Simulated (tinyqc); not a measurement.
RHF in the sto-3g basis, for BeH2, spin multiplicity 1, step by step. Computed by tinyqc, a small Python program that keeps every step (integrals from PySCF). Settings: charge = 0, multiplicity = 1, basis = sto-3g, energy threshold = 1e-09, iteration cap = 88, orthogonalisation = canonical, start = Wolfsberg-Helmholz matrix, DIIS depth = 0, method = RHF. Command: `OMP_NUM_THREADS=1 python tinyqc.py 28529 28530 out.jsonl` (the two numbers bound the seeds that draw the settings). One thread of a shared host (Intel(R) Xeon(R) Processor @ 2.60GHz), about 0.05 s of CPU time with the checks. Later iterations appear only in the table of the cycle.

## One-electron integrals

Geometry (angstrom):
```
atom,x,y,z
Be,0.00000,0.00000,0.00000
H,0.00000,1.49700,0.00000
H,0.00000,-1.49700,0.00000
```

Basis sto-3g: exponents (1/bohr^2) and contraction coefficients of normalised primitives:
```
element,l (shell),exponent,coefficient
Be,s (1),30.16787,0.15433
Be,s (1),5.49512,0.53533
Be,s (1),1.48719,0.44463
Be,s (2),1.31483,-0.09997
Be,s (2),0.30554,0.39951
Be,s (2),0.09937,0.70012
Be,p (3),1.31483,0.15592
Be,p (3),0.30554,0.60768
Be,p (3),0.09937,0.39196
H,s (1),3.42525,0.15433
H,s (1),0.62391,0.53533
H,s (1),0.16886,0.44463
```

Overlap, kinetic and nuclear-attraction integrals over the contracted functions; the nuclear repulsion is the sum of Za Zb / Rab.

nuclear repulsion = 3.0046802 hartree

overlap S, lower triangle:
```
,1Be 1s,1Be 2s,1Be 2px,1Be 2py,1Be 2pz,2H 1s,3H 1s
1Be 1s,1.00000
1Be 2s,0.25952,1.00000
1Be 2px,0.00000,0.00000,1.00000
1Be 2py,0.00000,0.00000,0.00000,1.00000
1Be 2pz,0.00000,0.00000,0.00000,0.00000,1.00000
2H 1s,0.04920,0.39811,0.00000,0.47798,0.00000,1.00000
3H 1s,0.04920,0.39811,0.00000,-0.47798,0.00000,0.01850,1.00000
```

kinetic energy T (hartree), lower triangle:
```
,1Be 1s,1Be 2s,1Be 2px,1Be 2py,1Be 2pz,2H 1s,3H 1s
1Be 1s,6.69397
1Be 2s,-0.03301,0.21111
1Be 2px,0.00000,0.00000,0.66059
1Be 2py,0.00000,0.00000,0.00000,0.66059
1Be 2pz,0.00000,0.00000,0.00000,0.00000,0.66059
2H 1s,-0.01337,0.04710,0.00000,0.14465,0.00000,0.76003
3H 1s,-0.01337,0.04710,0.00000,-0.14465,0.00000,-0.00669,0.76003
```

nuclear attraction V (hartree), lower triangle:
```
,1Be 1s,1Be 2s,1Be 2px,1Be 2py,1Be 2pz,2H 1s,3H 1s
1Be 1s,-15.26808
1Be 2s,-2.08272,-2.99079
1Be 2px,0.00000,0.00000,-2.90641
1Be 2py,0.00000,0.00000,0.00000,-3.10433
1Be 2pz,0.00000,0.00000,0.00000,0.00000,-2.90641
2H 1s,-0.39310,-1.11162,0.00000,-1.30171,0.00000,-2.81153
3H 1s,-0.39310,-1.11162,0.00000,1.30171,0.00000,-0.06142,-2.81153
```

core Hamiltonian H = T + V (hartree), lower triangle:
```
,1Be 1s,1Be 2s,1Be 2px,1Be 2py,1Be 2pz,2H 1s,3H 1s
1Be 1s,-8.57410
1Be 2s,-2.11573,-2.77968
1Be 2px,0.00000,0.00000,-2.24582
1Be 2py,0.00000,0.00000,0.00000,-2.44374
1Be 2pz,0.00000,0.00000,0.00000,0.00000,-2.24582
2H 1s,-0.40647,-1.06452,0.00000,-1.15707,0.00000,-2.05150
3H 1s,-0.40647,-1.06452,0.00000,1.15707,0.00000,-0.06810,-2.05150
```

## Two-electron integrals

Functions are numbered as in S; the eight-fold symmetry (ij|kl) = (ji|kl) = (kl|ij) leaves the list below.

Two-electron integrals (ij|kl) in chemists' order, unique and non-zero (hartree):
```
i,j,k,l,(ij|kl)
1,1,1,1,2.29883
2,1,1,1,0.39204
2,1,2,1,0.07954
2,2,1,1,0.57099
2,2,2,1,0.14304
2,2,2,2,0.41768
3,1,3,1,0.01461
3,2,3,1,0.02189
3,2,3,2,0.09226
3,3,1,1,0.56958
3,3,2,1,0.14308
3,3,2,2,0.41759
3,3,3,3,0.44986
4,1,4,1,0.01461
4,2,4,1,0.02189
4,2,4,2,0.09226
4,3,4,3,0.02425
4,4,1,1,0.56958
4,4,2,1,0.14308
4,4,2,2,0.41759
4,4,3,3,0.40136
4,4,4,4,0.44986
5,1,5,1,0.01461
5,2,5,1,0.02189
5,2,5,2,0.09226
5,3,5,3,0.02425
5,4,5,4,0.02425
5,5,1,1,0.56958
5,5,2,1,0.14308
5,5,2,2,0.41759
5,5,3,3,0.40136
5,5,4,4,0.40136
5,5,5,5,0.44986
6,1,1,1,0.07340
6,1,2,1,0.01488
6,1,2,2,0.02700
6,1,3,3,0.02681
6,1,4,1,0.00131
6,1,4,2,0.00248
6,1,4,4,0.02739
6,1,5,5,0.02681
6,1,6,1,0.00292
6,2,1,1,0.18413
6,2,2,1,0.04683
6,2,2,2,0.14978
6,2,3,3,0.14403
6,2,4,1,0.00612
6,2,4,2,0.03810
6,2,4,4,0.16115
6,2,5,5,0.14403
6,2,6,1,0.00970
6,2,6,2,0.08109
6,3,3,1,0.00422
6,3,3,2,0.01995
6,3,4,3,0.00653
6,3,6,3,0.00728
6,4,1,1,0.19984
6,4,2,1,0.05144
6,4,2,2,0.17244
6,4,3,3,0.16222
6,4,4,1,0.00991
6,4,4,2,0.05916
6,4,4,4,0.19269
6,4,5,5,0.16222
6,4,6,1,0.01111
6,4,6,2,0.10601
6,4,6,4,0.14282
6,5,5,1,0.00422
6,5,5,2,0.01995
6,5,5,4,0.00653
6,5,6,5,0.00728
6,6,1,1,0.35176
6,6,2,1,0.09106
6,6,2,2,0.32681
6,6,3,3,0.30323
6,6,4,1,0.01371
6,6,4,2,0.11101
6,6,4,4,0.37368
6,6,5,5,0.30323
6,6,6,1,0.01930
6,6,6,2,0.22635
6,6,6,4,0.31370
6,6,6,6,0.77461
7,1,1,1,0.07340
7,1,2,1,0.01488
7,1,2,2,0.02700
7,1,3,3,0.02681
7,1,4,1,-0.00131
7,1,4,2,-0.00248
7,1,4,4,0.02739
7,1,5,5,0.02681
7,1,6,1,0.00267
7,1,6,2,0.00818
7,1,6,4,0.00868
7,1,6,6,0.01574
7,1,7,1,0.00292
7,2,1,1,0.18413
7,2,2,1,0.04683
7,2,2,2,0.14978
7,2,3,3,0.14403
7,2,4,1,-0.00612
7,2,4,2,-0.03810
7,2,4,4,0.16115
7,2,5,5,0.14403
7,2,6,1,0.00818
7,2,6,2,0.04131
7,2,6,4,0.04364
7,2,6,6,0.08482
7,2,7,1,0.00970
7,2,7,2,0.08109
7,3,3,1,0.00422
7,3,3,2,0.01995
7,3,4,3,-0.00653
7,3,6,3,0.00290
7,3,7,3,0.00728
7,4,1,1,-0.19984
7,4,2,1,-0.05144
7,4,2,2,-0.17244
7,4,3,3,-0.16222
7,4,4,1,0.00991
7,4,4,2,0.05916
7,4,4,4,-0.19269
7,4,5,5,-0.16222
7,4,6,1,-0.00868
7,4,6,2,-0.04364
7,4,6,4,-0.04469
7,4,6,6,-0.08896
7,4,7,1,-0.01111
7,4,7,2,-0.10601
7,4,7,4,0.14282
7,5,5,1,0.00422
7,5,5,2,0.01995
7,5,5,4,-0.00653
7,5,6,5,0.00290
7,5,7,5,0.00728
7,6,1,1,0.01151
7,6,2,1,0.00285
7,6,2,2,0.00806
7,6,3,3,0.00795
7,6,4,4,0.00829
7,6,5,5,0.00795
7,6,6,1,0.00054
7,6,6,2,0.00297
7,6,6,4,0.00346
7,6,6,6,0.00664
7,6,7,1,0.00054
7,6,7,2,0.00297
7,6,7,4,-0.00346
7,6,7,6,0.00016
7,7,1,1,0.35176
7,7,2,1,0.09106
7,7,2,2,0.32681
7,7,3,3,0.30323
7,7,4,1,-0.01371
7,7,4,2,-0.11101
7,7,4,4,0.37368
7,7,5,5,0.30323
7,7,6,1,0.01574
7,7,6,2,0.08482
7,7,6,4,0.08896
7,7,6,6,0.17674
7,7,7,1,0.01930
7,7,7,2,0.22635
7,7,7,4,-0.31370
7,7,7,6,0.00664
7,7,7,7,0.77461
```

## Orthogonalisation

S = U s U^T; canonical form X = U s^(-1/2), so that X^T S X = 1. Each column of U has its largest component positive (the first on a tie).

eigenvalues of S: 0.31472  0.41193  0.95053  1.00000  1.00000  1.65604  1.66678

X:
```
,1,2,3,4,5,6,7
1Be 1s,0.00000,-0.37941,0.93181,0.00000,0.00000,0.26397,0.00000
1Be 2s,0.00000,1.12906,-0.06399,0.00000,0.00000,0.53330,0.00000
1Be 2px,0.00000,0.00000,0.00000,0.00000,1.00000,0.00000,0.00000
1Be 2py,1.25178,0.00000,0.00000,0.00000,0.00000,0.00000,0.55144
1Be 2pz,0.00000,0.00000,0.00000,1.00000,0.00000,0.00000,0.00000
2H 1s,-0.89734,-0.71025,-0.29974,0.00000,0.00000,0.35338,0.38463
3H 1s,0.89734,-0.71025,-0.29974,0.00000,0.00000,0.35338,-0.38463
```

Within a degenerate level the vectors are fixed only up to a rotation; this is one choice.

## Starting guess

The start is the generalised Wolfsberg-Helmholz matrix (K = 1.75) built on H; D = 2 C_occ C_occ^T.

D at the start, lower triangle:
```
,1Be 1s,1Be 2s,1Be 2px,1Be 2py,1Be 2pz,2H 1s,3H 1s
1Be 1s,2.04291
1Be 2s,-0.15792,0.74534
1Be 2px,0.00000,0.00000,0.00000
1Be 2py,0.00000,0.00000,0.00000,0.78550
1Be 2pz,0.00000,0.00000,0.00000,0.00000,0.00000
2H 1s,-0.20517,0.46283,0.00000,0.41265,0.00000,0.50989
3H 1s,-0.20517,0.46283,0.00000,-0.41265,0.00000,0.07633,0.50989
```

## Iteration 1: building the Fock matrix

J_ij = sum D_kl (ij|kl), K_ij = sum D_kl (ik|jl); F = H + J - 0.5 K; E = tr D H + tr D J / 2 - 0.25 tr D K + E_nn.

Coulomb J (hartree), lower triangle:
```
,1Be 1s,1Be 2s,1Be 2px,1Be 2py,1Be 2pz,2H 1s,3H 1s
1Be 1s,6.41645
1Be 2s,1.24747,2.63489
1Be 2px,0.00000,0.00000,2.56777
1Be 2py,0.00000,0.00000,0.00000,2.75927
1Be 2pz,0.00000,0.00000,0.00000,0.00000,2.56777
2H 1s,0.23541,0.98817,0.00000,1.16289,0.00000,2.31904
3H 1s,0.23541,0.98817,0.00000,-1.16289,0.00000,0.05270,2.31904
```

exchange K (hartree), lower triangle:
```
,1Be 1s,1Be 2s,1Be 2px,1Be 2py,1Be 2pz,2H 1s,3H 1s
1Be 1s,4.61611
1Be 2s,0.82689,0.89184
1Be 2px,0.00000,0.00000,0.16287
1Be 2py,0.00000,0.00000,0.00000,1.00334
1Be 2pz,0.00000,0.00000,0.00000,0.00000,0.16287
2H 1s,0.15529,0.56074,0.00000,0.63783,0.00000,1.03176
3H 1s,0.15529,0.56074,0.00000,-0.63783,0.00000,0.02285,1.03176
```

Fock matrix F (hartree), lower triangle:
```
,1Be 1s,1Be 2s,1Be 2px,1Be 2py,1Be 2pz,2H 1s,3H 1s
1Be 1s,-4.46571
1Be 2s,-1.28171,-0.59071
1Be 2px,0.00000,0.00000,0.24052
1Be 2py,0.00000,0.00000,0.00000,-0.18614
1Be 2pz,0.00000,0.00000,0.00000,0.00000,0.24052
2H 1s,-0.24869,-0.35672,0.00000,-0.31309,0.00000,-0.24834
3H 1s,-0.24869,-0.35672,0.00000,0.31309,0.00000,-0.02683,-0.24834
```

total energy of this density = -15.5073107 hartree

## Iteration 1: diagonalisation and new density

Diagonalise F' = X^T F X, C = X C', fill 3 alpha and 3 beta electrons from the bottom; D = 2 C_occ C_occ^T. Each column has its largest component positive (the first on a tie).

F' = X^T F X (hartree), lower triangle:
```
,1,2,3,4,5,6,7
1,0.75836
2,0.00000,0.30080
3,0.00000,0.60637,-3.52598
4,0.00000,0.00000,0.00000,0.24052
5,0.00000,0.00000,0.00000,0.00000,0.24052
6,0.00000,0.25256,-1.62951,0.00000,0.00000,-1.27047
7,0.03277,0.00000,0.00000,0.00000,0.00000,0.00000,-0.38777
```

orbital energies (hartree): MO1 -4.46968, MO2 -0.42055, MO3 -0.38870, MO4 0.24052, MO5 0.24052, MO6 0.39458, MO7 0.75930

coefficients C:
```
,MO1,MO2,MO3,MO4,MO5,MO6,MO7
1Be 1s,0.99103,-0.21369,0.00000,0.00000,0.00000,-0.23260,0.00000
1Be 2s,0.03467,0.58145,0.00000,0.00000,0.00000,1.10634,0.00000
1Be 2px,0.00000,0.00000,0.00000,0.95935,0.28222,0.00000,0.00000
1Be 2py,0.00000,0.00000,0.51546,0.00000,0.00000,0.00000,1.26702
1Be 2pz,0.00000,0.00000,0.00000,-0.28222,0.95935,0.00000,0.00000
2H 1s,-0.00487,0.40051,0.41010,0.00000,0.00000,-0.74749,-0.88599
3H 1s,-0.00487,0.40051,-0.41010,0.00000,0.00000,-0.74749,0.88599
```

D after iteration 1, lower triangle:
```
,1Be 1s,1Be 2s,1Be 2px,1Be 2py,1Be 2pz,2H 1s,3H 1s
1Be 1s,2.05559
1Be 2s,-0.17978,0.67856
1Be 2px,0.00000,0.00000,0.00000
1Be 2py,0.00000,0.00000,0.00000,0.53140
1Be 2pz,0.00000,0.00000,0.00000,0.00000,0.00000
2H 1s,-0.18082,0.46541,0.00000,0.42278,0.00000,0.65723
3H 1s,-0.18082,0.46541,0.00000,-0.42278,0.00000,-0.01549,0.65723
```

Within a degenerate level the vectors are fixed only up to a rotation; this is one choice.

## Iteration 2: building the Fock matrix

As before.

Coulomb J (hartree), lower triangle:
```
,1Be 1s,1Be 2s,1Be 2px,1Be 2py,1Be 2pz,2H 1s,3H 1s
1Be 1s,6.36429
1Be 2s,1.23338,2.60786
1Be 2px,0.00000,0.00000,2.53743
1Be 2py,0.00000,0.00000,0.00000,2.73877
1Be 2pz,0.00000,0.00000,0.00000,0.00000,2.53743
2H 1s,0.23276,0.98735,0.00000,1.16692,0.00000,2.35316
3H 1s,0.23276,0.98735,0.00000,-1.16692,0.00000,0.05222,2.35316
```

exchange K (hartree), lower triangle:
```
,1Be 1s,1Be 2s,1Be 2px,1Be 2py,1Be 2pz,2H 1s,3H 1s
1Be 1s,4.62684
1Be 2s,0.81413,0.85922
1Be 2px,0.00000,0.00000,0.15227
1Be 2py,0.00000,0.00000,0.00000,0.94177
1Be 2pz,0.00000,0.00000,0.00000,0.00000,0.15227
2H 1s,0.15708,0.56566,0.00000,0.64615,0.00000,1.11103
3H 1s,0.15708,0.56566,0.00000,-0.64615,0.00000,0.01635,1.11103
```

Fock matrix F (hartree), lower triangle:
```
,1Be 1s,1Be 2s,1Be 2px,1Be 2py,1Be 2pz,2H 1s,3H 1s
1Be 1s,-4.52322
1Be 2s,-1.28942,-0.60143
1Be 2px,0.00000,0.00000,0.21548
1Be 2py,0.00000,0.00000,0.00000,-0.17586
1Be 2pz,0.00000,0.00000,0.00000,0.00000,0.21548
2H 1s,-0.25225,-0.36001,0.00000,-0.31322,0.00000,-0.25385
3H 1s,-0.25225,-0.36001,0.00000,0.31322,0.00000,-0.02405,-0.25385
```

total energy of this density = -15.5324234 hartree

## Iteration 2: diagonalisation and new density

As before.

F' = X^T F X (hartree), lower triangle:
```
,1,2,3,4,5,6,7
1,0.76170
2,0.00000,0.28941
3,0.00000,0.62384,-3.57183
4,0.00000,0.00000,0.00000,0.21548
5,0.00000,0.00000,0.00000,0.00000,0.21548
6,0.00000,0.25465,-1.64698,0.00000,0.00000,-1.28418
7,0.04560,0.00000,0.00000,0.00000,0.00000,0.00000,-0.38720
```

orbital energies (hartree): MO1 -4.52667, MO2 -0.42764, MO3 -0.38901, MO4 0.21548, MO5 0.21548, MO6 0.38772, MO7 0.76350

coefficients C:
```
,MO1,MO2,MO3,MO4,MO5,MO6,MO7
1Be 1s,0.99174,-0.21418,0.00000,0.00000,0.00000,-0.22909,0.00000
1Be 2s,0.03178,0.58930,0.00000,0.00000,0.00000,1.10227,0.00000
1Be 2px,0.00000,0.00000,0.00000,0.82820,-0.56044,0.00000,0.00000
1Be 2py,0.00000,0.00000,0.50144,0.00000,0.00000,0.00000,1.27264
1Be 2pz,0.00000,0.00000,0.00000,0.56044,0.82820,0.00000,0.00000
2H 1s,-0.00382,0.39521,0.41986,0.00000,0.00000,-0.75031,-0.88140
3H 1s,-0.00382,0.39521,-0.41986,0.00000,0.00000,-0.75031,0.88140
```

D after iteration 2, lower triangle:
```
,1Be 1s,1Be 2s,1Be 2px,1Be 2py,1Be 2pz,2H 1s,3H 1s
1Be 1s,2.05883
1Be 2s,-0.18940,0.69656
1Be 2px,0.00000,0.00000,0.00000
1Be 2py,0.00000,0.00000,0.00000,0.50288
1Be 2pz,0.00000,0.00000,0.00000,0.00000,0.00000
2H 1s,-0.17687,0.46555,0.00000,0.42106,0.00000,0.66497
3H 1s,-0.17687,0.46555,0.00000,-0.42106,0.00000,-0.04015,0.66497
```

Within a degenerate level the vectors are fixed only up to a rotation; this is one choice.

## Iteration 8 (converged): orbitals

converged F (hartree), lower triangle:
```
,1Be 1s,1Be 2s,1Be 2px,1Be 2py,1Be 2pz,2H 1s,3H 1s
1Be 1s,-4.52551
1Be 2s,-1.28897,-0.60472
1Be 2px,0.00000,0.00000,0.21387
1Be 2py,0.00000,0.00000,0.00000,-0.17253
1Be 2pz,0.00000,0.00000,0.00000,0.00000,0.21387
2H 1s,-0.25239,-0.36047,0.00000,-0.31270,0.00000,-0.25432
3H 1s,-0.25239,-0.36047,0.00000,0.31270,0.00000,-0.02273,-0.25432
```

As before.

F' = X^T F X (hartree), lower triangle:
```
,1,2,3,4,5,6,7
1,0.76167
2,0.00000,0.28668
3,0.00000,0.62615,-3.57360
4,0.00000,0.00000,0.00000,0.21387
5,0.00000,0.00000,0.00000,0.00000,0.21387
6,0.00000,0.25258,-1.64730,0.00000,0.00000,-1.28534
7,0.04911,0.00000,0.00000,0.00000,0.00000,0.00000,-0.38628
```

orbital energies (hartree): MO1 -4.52889, MO2 -0.42913, MO3 -0.38837, MO4 0.21387, MO5 0.21387, MO6 0.38577, MO7 0.76377

coefficients C:
```
,MO1,MO2,MO3,MO4,MO5,MO6,MO7
1Be 1s,0.99182,-0.21487,0.00000,0.00000,0.00000,-0.22809,0.00000
1Be 2s,0.03144,0.59326,0.00000,0.00000,0.00000,1.10015,0.00000
1Be 2px,0.00000,0.00000,0.00000,0.59966,0.80026,0.00000,0.00000
1Be 2py,0.00000,0.00000,0.49752,0.00000,0.00000,0.00000,1.27417
1Be 2pz,0.00000,0.00000,0.00000,0.80026,-0.59966,0.00000,0.00000
2H 1s,-0.00370,0.39251,0.42256,0.00000,0.00000,-0.75173,-0.88011
3H 1s,-0.00370,0.39251,-0.42256,0.00000,0.00000,-0.75173,0.88011
```

D after iteration 8, lower triangle:
```
,1Be 1s,1Be 2s,1Be 2px,1Be 2py,1Be 2pz,2H 1s,3H 1s
1Be 1s,2.05974
1Be 2s,-0.19257,0.70590
1Be 2px,0.00000,0.00000,0.00000
1Be 2py,0.00000,0.00000,0.00000,0.49506
1Be 2pz,0.00000,0.00000,0.00000,0.00000,0.00000
2H 1s,-0.17601,0.46549,0.00000,0.42047,0.00000,0.66527
3H 1s,-0.17601,0.46549,0.00000,-0.42047,0.00000,-0.04897,0.66527
```

Within a degenerate level the vectors are fixed only up to a rotation; this is one choice.

## Convergence

Stop when the energy changes by less than 1e-09 hartree and every element of the error matrix X^T (F D S - S D F) X is below 9e-06.

Course of the cycle:
```
iteration,E (hartree),change,largest element of the error matrix
1,-15.5073107,-,2.04e-01
2,-15.5324234,-2.51e-02,2.55e-02
3,-15.5329183,-4.95e-04,5.28e-03
4,-15.5329480,-2.97e-05,1.33e-03
5,-15.5329500,-2.08e-06,3.49e-04
6,-15.5329502,-1.48e-07,9.26e-05
7,-15.5329502,-1.05e-08,2.47e-05
8,-15.5329502,-7.46e-10,6.58e-06
```

PySCF RHF in the same basis = -15.5329502 hartree

Converged in 8 iterations.

## Populations, bond orders and dipole

Mulliken: Z minus the diagonal of D S on the atom; Loewdin: the same with S^(1/2) D S^(1/2); Mayer order: 2 sum_s sum (D(s) S)_ij (D(s) S)_ji over the two atoms.

Charges (e):
```
atom,Mulliken,Loewdin
1Be,0.08399,0.07082
2H,-0.04199,-0.03541
3H,-0.04199,-0.03541
```

Mayer bond orders:
```
pair,order
2-1,0.99452
3-1,0.99452
3-2,0.00372
```

dipole moment about the origin, x y z (debye): 0.00000  0.00000  0.00000
